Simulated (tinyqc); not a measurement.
UHF in the sto-3g basis, for BeH2, spin multiplicity 1, step by step (part 2 of 3). Computed by tinyqc, a small Python program that keeps every step (integrals from PySCF). Command: `OMP_NUM_THREADS=1 python tinyqc.py 23721 23722 out.jsonl` (the two numbers bound the seeds that draw the settings). One thread of a shared host (Intel(R) Xeon(R) Processor @ 2.60GHz), about 0.1 s of CPU time with the checks.

Geometry (angstrom):

| atom | x | y | z |
|---|---|---|---|
| Be | 0.000000 | 0.000000 | 0.000000 |
| H | 0.000000 | 1.306000 | 0.051000 |
| H | 0.000000 | -1.306000 | 0.051000 |

## Iteration 2: building the Fock matrix

D(alpha) after iteration 1:
```
            1Be 1s     1Be 2s    1Be 2px    1Be 2py    1Be 2pz      2H 1s      3H 1s
1Be 1s    1.028357  -0.077195  -0.071590   0.000000  -0.004349  -0.082812  -0.082812
1Be 2s   -0.077195   0.271362   0.179632   0.000000   0.010764   0.191365   0.191365
1Be 2px  -0.071590   0.179632   0.119327   0.000000   0.007152   0.127255   0.127255
1Be 2py   0.000000   0.000000   0.000000   0.280517   0.000000   0.203685  -0.203685
1Be 2pz  -0.004349   0.010764   0.007152   0.000000   0.000429   0.007627   0.007627
2H 1s    -0.082812   0.191365   0.127255   0.203685   0.007627   0.283649  -0.012146
3H 1s    -0.082812   0.191365   0.127255  -0.203685   0.007627  -0.012146   0.283649
```

D(beta) after iteration 1:
```
            1Be 1s     1Be 2s    1Be 2px    1Be 2py    1Be 2pz      2H 1s      3H 1s
1Be 1s    1.028357  -0.077195   0.071590   0.000000  -0.004349  -0.082812  -0.082812
1Be 2s   -0.077195   0.271362  -0.179632   0.000000   0.010764   0.191365   0.191365
1Be 2px   0.071590  -0.179632   0.119327   0.000000  -0.007152  -0.127255  -0.127255
1Be 2py   0.000000   0.000000   0.000000   0.280517   0.000000   0.203685  -0.203685
1Be 2pz  -0.004349   0.010764  -0.007152   0.000000   0.000429   0.007627   0.007627
2H 1s    -0.082812   0.191365  -0.127255   0.203685   0.007627   0.283649  -0.012146
3H 1s    -0.082812   0.191365  -0.127255  -0.203685   0.007627  -0.012146   0.283649
```

core Hamiltonian H = T + V (hartree):
```
            1Be 1s     1Be 2s    1Be 2px    1Be 2py    1Be 2pz      2H 1s      3H 1s
1Be 1s   -8.676879  -2.142404   0.000000   0.000000  -0.001476  -0.624359  -0.624359
1Be 2s   -2.142404  -2.854207   0.000000   0.000000  -0.011895  -1.348119  -1.348119
1Be 2px   0.000000   0.000000  -2.306154   0.000000   0.000000   0.000000   0.000000
1Be 2py   0.000000   0.000000   0.000000  -2.546526   0.000000  -1.366952   1.366952
1Be 2pz  -0.001476  -0.011895   0.000000   0.000000  -2.306521  -0.054853  -0.054853
2H 1s    -0.624359  -1.348119   0.000000  -1.366952  -0.054853  -2.274017  -0.149997
3H 1s    -0.624359  -1.348119   0.000000   1.366952  -0.054853  -0.149997  -2.274017
```

nuclear repulsion = 3.44164021 hartree

Given earlier and not repeated: Two-electron integrals (ij|kl) in chemists' order.

J_ij = sum D_kl (ij|kl) with D = D(alpha) + D(beta), K_ij = sum D_kl (ik|jl) for each spin; F = H + J - K(s); E = tr D H + tr D J / 2 - 0.5 sum_s tr D(s) K(s) + E_nn.

Coulomb J (hartree):
```
           1Be 1s    1Be 2s   1Be 2px    1Be 2py   1Be 2pz     2H 1s      3H 1s
1Be 1s   6.507871  1.268802  0.000000   0.000000  0.002675  0.364867   0.364867
1Be 2s   1.268802  2.684161  0.000000   0.000000  0.016106  1.244365   1.244365
1Be 2px  0.000000  0.000000  2.620985   0.000000  0.000000  0.000000   0.000000
1Be 2py  0.000000  0.000000  0.000000   2.811786  0.000000  1.380146  -1.380146
1Be 2pz  0.002675  0.016106  0.000000   0.000000  2.609717  0.056539   0.056539
2H 1s    0.364867  1.244365  0.000000   1.380146  0.056539  2.517340   0.118409
3H 1s    0.364867  1.244365  0.000000  -1.380146  0.056539  0.118409   2.517340
```

exchange K(alpha) (hartree):
```
            1Be 1s    1Be 2s    1Be 2px    1Be 2py    1Be 2pz     2H 1s      3H 1s
1Be 1s    2.316580  0.411314  -0.000309   0.000000  -0.000079  0.121200   0.121200
1Be 2s    0.411314  0.434708   0.132286   0.000000   0.015349  0.305295   0.305295
1Be 2px  -0.000309  0.132286   0.128819   0.000000   0.005019  0.080343   0.080343
1Be 2py   0.000000  0.000000   0.000000   0.508872   0.000000  0.348430  -0.348430
1Be 2pz  -0.000079  0.015349   0.005019   0.000000   0.078673  0.013699   0.013699
2H 1s     0.121200  0.305295   0.080343   0.348430   0.013699  0.559690   0.014032
3H 1s     0.121200  0.305295   0.080343  -0.348430   0.013699  0.014032   0.559690
```

exchange K(beta) (hartree):
```
            1Be 1s     1Be 2s    1Be 2px    1Be 2py    1Be 2pz      2H 1s      3H 1s
1Be 1s    2.316580   0.411314   0.000309   0.000000  -0.000079   0.121200   0.121200
1Be 2s    0.411314   0.434708  -0.132286   0.000000   0.015349   0.305295   0.305295
1Be 2px   0.000309  -0.132286   0.128819   0.000000  -0.005019  -0.080343  -0.080343
1Be 2py   0.000000   0.000000   0.000000   0.508872   0.000000   0.348430  -0.348430
1Be 2pz  -0.000079   0.015349  -0.005019   0.000000   0.078673   0.013699   0.013699
2H 1s     0.121200   0.305295  -0.080343   0.348430   0.013699   0.559690   0.014032
3H 1s     0.121200   0.305295  -0.080343  -0.348430   0.013699   0.014032   0.559690
```

F(alpha) (hartree):
```
            1Be 1s     1Be 2s    1Be 2px    1Be 2py    1Be 2pz      2H 1s      3H 1s
1Be 1s   -4.485588  -1.284916   0.000309   0.000000   0.001277  -0.380691  -0.380691
1Be 2s   -1.284916  -0.604754  -0.132286   0.000000  -0.011138  -0.409049  -0.409049
1Be 2px   0.000309  -0.132286   0.186012   0.000000  -0.005019  -0.080343  -0.080343
1Be 2py   0.000000   0.000000   0.000000  -0.243612   0.000000  -0.335236   0.335236
1Be 2pz   0.001277  -0.011138  -0.005019   0.000000   0.224523  -0.012013  -0.012013
2H 1s    -0.380691  -0.409049  -0.080343  -0.335236  -0.012013  -0.316367  -0.045621
3H 1s    -0.380691  -0.409049  -0.080343   0.335236  -0.012013  -0.045621  -0.316367
```

F(beta) (hartree):
```
            1Be 1s     1Be 2s    1Be 2px    1Be 2py    1Be 2pz      2H 1s      3H 1s
1Be 1s   -4.485588  -1.284916  -0.000309   0.000000   0.001277  -0.380691  -0.380691
1Be 2s   -1.284916  -0.604754   0.132286   0.000000  -0.011138  -0.409049  -0.409049
1Be 2px  -0.000309   0.132286   0.186012   0.000000   0.005019   0.080343   0.080343
1Be 2py   0.000000   0.000000   0.000000  -0.243612   0.000000  -0.335236   0.335236
1Be 2pz   0.001277  -0.011138   0.005019   0.000000   0.224523  -0.012013  -0.012013
2H 1s    -0.380691  -0.409049   0.080343  -0.335236  -0.012013  -0.316367  -0.045621
3H 1s    -0.380691  -0.409049   0.080343   0.335236  -0.012013  -0.045621  -0.316367
```

total energy of this density = -15.49492741 hartree

## Iteration 2: DIIS over 2 matrices

error matrix X^T (FDS - SDF) X (alpha):
```
           1          2          3          4          5         6         7
1   0.000000   0.000000   0.000000   0.000000   0.000000  0.028676  0.000000
2   0.000000   0.000000   0.004871  -0.003128  -0.000970  0.000000  0.003576
3   0.000000  -0.004871   0.000000   0.035157   0.001618  0.000000  0.003523
4   0.000000   0.003128  -0.035157   0.000000   0.004070  0.000000  0.087772
5   0.000000   0.000970  -0.001618  -0.004070   0.000000  0.000000  0.004085
6  -0.028676   0.000000   0.000000   0.000000   0.000000  0.000000  0.000000
7   0.000000  -0.003576  -0.003523  -0.087772  -0.004085  0.000000  0.000000
```

B (overlaps of the stored error matrices):
```
               1              2
1  9.2360063e-01  1.1925597e-01
2  1.1925597e-01  3.9431311e-02
```

Minimise |sum c_i e_i|^2 with sum c_i = 1: solve [B -1; -1 0][c; lambda] = [0; -1] with B_ij = tr e_i^T e_j summed over both spins, and take F = sum c_i F_i.

DIIS coefficients: -0.110176  1.110176

extrapolated F(alpha) (hartree):
```
            1Be 1s     1Be 2s    1Be 2px    1Be 2py    1Be 2pz      2H 1s      3H 1s
1Be 1s   -4.518821  -1.292163   0.001534   0.000000   0.001412  -0.382238  -0.382238
1Be 2s   -1.292163  -0.618537  -0.121596   0.000000  -0.010595  -0.417405  -0.417405
1Be 2px   0.001534  -0.121596   0.184448   0.000000  -0.004263  -0.076835  -0.076835
1Be 2py   0.000000   0.000000   0.000000  -0.245084   0.000000  -0.338736   0.338736
1Be 2pz   0.001412  -0.010595  -0.004263   0.000000   0.212286  -0.012123  -0.012123
2H 1s    -0.382238  -0.417405  -0.076835  -0.338736  -0.012123  -0.323985  -0.047951
3H 1s    -0.382238  -0.417405  -0.076835   0.338736  -0.012123  -0.047951  -0.323985
```

extrapolated F(beta) (hartree):
```
            1Be 1s     1Be 2s    1Be 2px    1Be 2py    1Be 2pz      2H 1s      3H 1s
1Be 1s   -4.518821  -1.292163  -0.001534   0.000000   0.001412  -0.382238  -0.382238
1Be 2s   -1.292163  -0.618537   0.121596   0.000000  -0.010595  -0.417405  -0.417405
1Be 2px  -0.001534   0.121596   0.184448   0.000000   0.004263   0.076835   0.076835
1Be 2py   0.000000   0.000000   0.000000  -0.245084   0.000000  -0.338736   0.338736
1Be 2pz   0.001412  -0.010595   0.004263   0.000000   0.212286  -0.012123  -0.012123
2H 1s    -0.382238  -0.417405   0.076835  -0.338736  -0.012123  -0.323985  -0.047951
3H 1s    -0.382238  -0.417405   0.076835   0.338736  -0.012123  -0.047951  -0.323985
```

## Iteration 2: diagonalisation and new density

X:
```
                 1          2          3         4          5          6         7
1Be 1s    0.000000  -0.309684   0.952779  0.000000  -0.145075   0.000000  0.237809
1Be 2s    0.000000   1.269491  -0.099924  0.000000  -0.023822   0.000000  0.508591
1Be 2px   0.000000   0.000000   0.000000  1.000000   0.000000   0.000000  0.000000
1Be 2py   1.474953   0.000000   0.000000  0.000000   0.000000   0.543690  0.000000
1Be 2pz   0.000000   0.050698   0.158137  0.000000   0.986687   0.000000  0.018921
2H 1s    -1.070916  -0.814462  -0.254092  0.000000   0.039725   0.374407  0.351745
3H 1s     1.070916  -0.814462  -0.254092  0.000000   0.039725  -0.374407  0.351745
```

Diagonalise F' = X^T F X, C = X C', fill 3 alpha and 3 beta electrons from the bottom; D(s) = C_occ C_occ^T. Each column has its largest component positive (the first on a tie).

F' = X^T F X (alpha) (hartree):
```
          1          2          3          4          5          6          7
1  0.973882   0.000000   0.000000   0.000000   0.000000   0.045153   0.000000
2  0.000000   0.434152   0.392415  -0.029899  -0.054666   0.000000   0.163955
3  0.000000   0.392415  -3.574517   0.051984   0.623817   0.000000  -1.595536
4  0.000000  -0.029899   0.051984   0.184448  -0.007636   0.000000  -0.115611
5  0.000000  -0.054666   0.623817  -0.007636   0.109694   0.000000   0.268123
6  0.045153   0.000000   0.000000   0.000000   0.000000  -0.425650   0.000000
7  0.000000   0.163955  -1.595536  -0.115611   0.268123   0.000000  -1.247170
```

orbital energies (alpha) (hartree): MO1 -4.522466, MO2 -0.465101, MO3 -0.427105, MO4 0.207013, MO5 0.212276, MO6 0.474885, MO7 0.975337

coefficients C (alpha):
```
               MO1        MO2        MO3        MO4        MO5        MO6        MO7
1Be 1s    0.991538  -0.221805   0.000000   0.018689   0.021967  -0.219352   0.000000
1Be 2s    0.032627   0.536368   0.000000   0.029949  -0.078719   1.258959   0.000000
1Be 2px   0.000427   0.193311   0.000000   0.961916   0.168452  -0.094720   0.000000
1Be 2py   0.000000   0.000000   0.495896   0.000000   0.000000   0.000000   1.491701
1Be 2pz  -0.000123   0.012849   0.000000  -0.166094   0.982895   0.087482   0.000000
2H 1s    -0.002849   0.390122   0.408709  -0.160151   0.004739  -0.821790  -1.058300
3H 1s    -0.002849   0.390122  -0.408709  -0.160151   0.004739  -0.821790   1.058300
```

F' = X^T F X (beta) (hartree):
```
          1          2          3          4          5          6          7
1  0.973882   0.000000   0.000000   0.000000   0.000000   0.045153   0.000000
2  0.000000   0.434152   0.392415   0.029899  -0.054666   0.000000   0.163955
3  0.000000   0.392415  -3.574517  -0.051984   0.623817   0.000000  -1.595536
4  0.000000   0.029899  -0.051984   0.184448   0.007636   0.000000   0.115611
5  0.000000  -0.054666   0.623817   0.007636   0.109694   0.000000   0.268123
6  0.045153   0.000000   0.000000   0.000000   0.000000  -0.425650   0.000000
7  0.000000   0.163955  -1.595536   0.115611   0.268123   0.000000  -1.247170
```

orbital energies (beta) (hartree): MO1 -4.522466, MO2 -0.465101, MO3 -0.427105, MO4 0.207013, MO5 0.212276, MO6 0.474885, MO7 0.975337

coefficients C (beta):
```
               MO1        MO2        MO3        MO4        MO5        MO6        MO7
1Be 1s    0.991538  -0.221805   0.000000  -0.018689   0.021967  -0.219352   0.000000
1Be 2s    0.032627   0.536368   0.000000  -0.029949  -0.078719   1.258959   0.000000
1Be 2px  -0.000427  -0.193311   0.000000   0.961916  -0.168452   0.094720   0.000000
1Be 2py   0.000000   0.000000   0.495896   0.000000   0.000000   0.000000   1.491701
1Be 2pz  -0.000123   0.012849   0.000000   0.166094   0.982895   0.087482   0.000000
2H 1s    -0.002849   0.390122   0.408709   0.160151   0.004739  -0.821790  -1.058300
3H 1s    -0.002849   0.390122  -0.408709   0.160151   0.004739  -0.821790   1.058300
```

D(alpha) after iteration 2:
```
            1Be 1s     1Be 2s    1Be 2px    1Be 2py    1Be 2pz      2H 1s      3H 1s
1Be 1s    1.032345  -0.086619  -0.042454   0.000000  -0.002972  -0.089355  -0.089355
1Be 2s   -0.086619   0.288755   0.103700   0.000000   0.006888   0.209156   0.209156
1Be 2px  -0.042454   0.103700   0.037369   0.000000   0.002484   0.075414   0.075414
1Be 2py   0.000000   0.000000   0.000000   0.245913   0.000000   0.202677  -0.202677
1Be 2pz  -0.002972   0.006888   0.002484   0.000000   0.000165   0.005013   0.005013
2H 1s    -0.089355   0.209156   0.075414   0.202677   0.005013   0.319246  -0.014840
3H 1s    -0.089355   0.209156   0.075414  -0.202677   0.005013  -0.014840   0.319246
```

D(beta) after iteration 2:
```
            1Be 1s     1Be 2s    1Be 2px    1Be 2py    1Be 2pz      2H 1s      3H 1s
1Be 1s    1.032345  -0.086619   0.042454   0.000000  -0.002972  -0.089355  -0.089355
1Be 2s   -0.086619   0.288755  -0.103700   0.000000   0.006888   0.209156   0.209156
1Be 2px   0.042454  -0.103700   0.037369   0.000000  -0.002484  -0.075414  -0.075414
1Be 2py   0.000000   0.000000   0.000000   0.245913   0.000000   0.202677  -0.202677
1Be 2pz  -0.002972   0.006888  -0.002484   0.000000   0.000165   0.005013   0.005013
2H 1s    -0.089355   0.209156  -0.075414   0.202677   0.005013   0.319246  -0.014840
3H 1s    -0.089355   0.209156  -0.075414  -0.202677   0.005013  -0.014840   0.319246
```

## Iteration 8 (converged): orbitals

converged F(alpha) (hartree):
```
            1Be 1s     1Be 2s    1Be 2px    1Be 2py    1Be 2pz      2H 1s      3H 1s
1Be 1s   -4.515275  -1.287973   0.000000   0.000000   0.000862  -0.381304  -0.381304
1Be 2s   -1.287973  -0.638563  -0.000003   0.000000  -0.009605  -0.429850  -0.429850
1Be 2px   0.000000  -0.000003   0.211243   0.000000   0.000000  -0.000002  -0.000002
1Be 2py   0.000000   0.000000   0.000000  -0.249842   0.000000  -0.338225   0.338225
1Be 2pz   0.000862  -0.009605   0.000000   0.000000   0.210751  -0.010705  -0.010705
2H 1s    -0.381304  -0.429850  -0.000002  -0.338225  -0.010705  -0.327423  -0.056729
3H 1s    -0.381304  -0.429850  -0.000002   0.338225  -0.010705  -0.056729  -0.327423
```

converged F(beta) (hartree):
```
            1Be 1s     1Be 2s   1Be 2px    1Be 2py    1Be 2pz      2H 1s      3H 1s
1Be 1s   -4.515275  -1.287973  0.000000   0.000000   0.000862  -0.381304  -0.381304
1Be 2s   -1.287973  -0.638563  0.000003   0.000000  -0.009605  -0.429850  -0.429850
1Be 2px   0.000000   0.000003  0.211243   0.000000   0.000000   0.000002   0.000002
1Be 2py   0.000000   0.000000  0.000000  -0.249842   0.000000  -0.338225   0.338225
1Be 2pz   0.000862  -0.009605  0.000000   0.000000   0.210751  -0.010705  -0.010705
2H 1s    -0.381304  -0.429850  0.000002  -0.338225  -0.010705  -0.327423  -0.056729
3H 1s    -0.381304  -0.429850  0.000002   0.338225  -0.010705  -0.056729  -0.327423
```

As before.

F' = X^T F X (alpha) (hartree):
```
          1          2          3          4          5          6          7
1  0.972548   0.000000   0.000000   0.000000   0.000000   0.037024   0.000000
2  0.000000   0.435036   0.398531  -0.000001  -0.056330   0.000000   0.157050
3  0.000000   0.398531  -3.576505   0.000001   0.622040   0.000000  -1.584808
4  0.000000  -0.000001   0.000001   0.211243   0.000000   0.000000  -0.000003
5  0.000000  -0.056330   0.622040   0.000000   0.108612   0.000000   0.268523
6  0.037024   0.000000   0.000000   0.000000   0.000000  -0.425143   0.000000
7  0.000000   0.157050  -1.584808  -0.000003   0.268523   0.000000  -1.262700
```

orbital energies (alpha) (hartree): MO1 -4.518737, MO2 -0.461716, MO3 -0.426123, MO4 0.210561, MO5 0.211243, MO6 0.474335, MO7 0.973528

coefficients C (alpha):
```
               MO1        MO2        MO3        MO4        MO5        MO6        MO7
1Be 1s    0.991749  -0.226333   0.000000   0.016611   0.000001  -0.214996   0.000000
1Be 2s    0.031709   0.550933   0.000000  -0.076121  -0.000003   1.253195   0.000000
1Be 2px   0.000000   0.000004   0.000000  -0.000057   1.000000  -0.000003   0.000000
1Be 2py   0.000000   0.000000   0.504470   0.000000   0.000000   0.000000   1.488824
1Be 2pz  -0.000026   0.009412   0.000000   0.997159   0.000057   0.084104   0.000000
2H 1s    -0.002546   0.394887   0.402614   0.030931  -0.000002  -0.834455  -1.060634
3H 1s    -0.002546   0.394887  -0.402614   0.030931  -0.000002  -0.834455   1.060634
```

F' = X^T F X (beta) (hartree):
```
          1          2          3          4          5          6          7
1  0.972548   0.000000   0.000000   0.000000   0.000000   0.037024   0.000000
2  0.000000   0.435036   0.398531   0.000001  -0.056330   0.000000   0.157050
3  0.000000   0.398531  -3.576505  -0.000001   0.622040   0.000000  -1.584808
4  0.000000   0.000001  -0.000001   0.211243   0.000000   0.000000   0.000003
5  0.000000  -0.056330   0.622040   0.000000   0.108612   0.000000   0.268523
6  0.037024   0.000000   0.000000   0.000000   0.000000  -0.425143   0.000000
7  0.000000   0.157050  -1.584808   0.000003   0.268523   0.000000  -1.262700
```

orbital energies (beta) (hartree): MO1 -4.518737, MO2 -0.461716, MO3 -0.426123, MO4 0.210561, MO5 0.211243, MO6 0.474335, MO7 0.973528

coefficients C (beta):
```
               MO1        MO2        MO3        MO4        MO5        MO6        MO7
1Be 1s    0.991749  -0.226333   0.000000   0.016611  -0.000001  -0.214996   0.000000
1Be 2s    0.031709   0.550933   0.000000  -0.076121   0.000003   1.253195   0.000000
1Be 2px   0.000000  -0.000004   0.000000   0.000057   1.000000   0.000003   0.000000
1Be 2py   0.000000   0.000000   0.504470   0.000000   0.000000   0.000000   1.488824
1Be 2pz  -0.000026   0.009412   0.000000   0.997159  -0.000057   0.084104   0.000000
2H 1s    -0.002546   0.394887   0.402614   0.030931   0.000002  -0.834455  -1.060634
3H 1s    -0.002546   0.394887  -0.402614   0.030931   0.000002  -0.834455   1.060634
```

D(alpha) after iteration 8:
```
            1Be 1s     1Be 2s    1Be 2px    1Be 2py    1Be 2pz      2H 1s      3H 1s
1Be 1s    1.034793  -0.093247  -0.000001   0.000000  -0.002156  -0.091901  -0.091901
1Be 2s   -0.093247   0.304532   0.000002   0.000000   0.005185   0.217475   0.217475
1Be 2px  -0.000001   0.000002   0.000000   0.000000   0.000000   0.000002   0.000002
1Be 2py   0.000000   0.000000   0.000000   0.254490   0.000000   0.203106  -0.203106
1Be 2pz  -0.002156   0.005185   0.000000   0.000000   0.000089   0.003717   0.003717
2H 1s    -0.091901   0.217475   0.000002   0.203106   0.003717   0.318040  -0.006156
3H 1s    -0.091901   0.217475   0.000002  -0.203106   0.003717  -0.006156   0.318040
```

D(beta) after iteration 8:
```
            1Be 1s     1Be 2s    1Be 2px    1Be 2py    1Be 2pz      2H 1s      3H 1s
1Be 1s    1.034793  -0.093247   0.000001   0.000000  -0.002156  -0.091901  -0.091901
1Be 2s   -0.093247   0.304532  -0.000002   0.000000   0.005185   0.217475   0.217475
1Be 2px   0.000001  -0.000002   0.000000   0.000000   0.000000  -0.000002  -0.000002
1Be 2py   0.000000   0.000000   0.000000   0.254490   0.000000   0.203106  -0.203106
1Be 2pz  -0.002156   0.005185   0.000000   0.000000   0.000089   0.003717   0.003717
2H 1s    -0.091901   0.217475  -0.000002   0.203106   0.003717   0.318040  -0.006156
3H 1s    -0.091901   0.217475  -0.000002  -0.203106   0.003717  -0.006156   0.318040
```
